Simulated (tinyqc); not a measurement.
From results back to parameters: overlap of hydrogenic dopants: pairs, impurity band and the Mott density. Four cases, with inputs chosen for the exercise.

Problem. Ry* = Ry m/eps^2, aB = a0 eps/m, and the Mott density is (0.26/aB)^3 (1/angstrom^3 = 1e24/cm^3). Binding energy and critical density come from a hidden mass and dielectric constant.

Constants: Ry = 13.60569312 eV; a0 (Bohr radius) = 0.5291772105 angstrom.

Case 1.

binding energy = 4.99750 meV
critical density = 1.351870e+16 1/cm^3

Case 2.

binding energy = 31.51211 meV
critical density = 2.183240e+18 1/cm^3

Case 3.

binding energy = 30.36662 meV
critical density = 1.203537e+18 1/cm^3

Case 4.

binding energy = 61.35753 meV
critical density = 9.326723e+18 1/cm^3

Find: aB; eps; m.

Solution. aB = 0.26/n^(1/3); the product Ry* aB = Ry a0/eps gives eps, and m = a0 eps/aB.

Case 1.

aB = 109.14 angstrom
eps = 13.20
m = 0.064 m0

Case 2.

aB = 20.04 angstrom
eps = 11.40
m = 0.301 m0

Case 3.

aB = 24.44 angstrom
eps = 9.70
m = 0.210 m0

Case 4.

aB = 12.35 angstrom
eps = 9.50
m = 0.407 m0

Computed by tinyqc, one run a case: `OMP_NUM_THREADS=1 python tinyqc.py N N+1 out.jsonl` with N = 1451925, 1451971, 1451980, 1452030; one thread of a shared Intel(R) Xeon(R) Processor @ 2.30GHz, about 0.01 s a run at most.
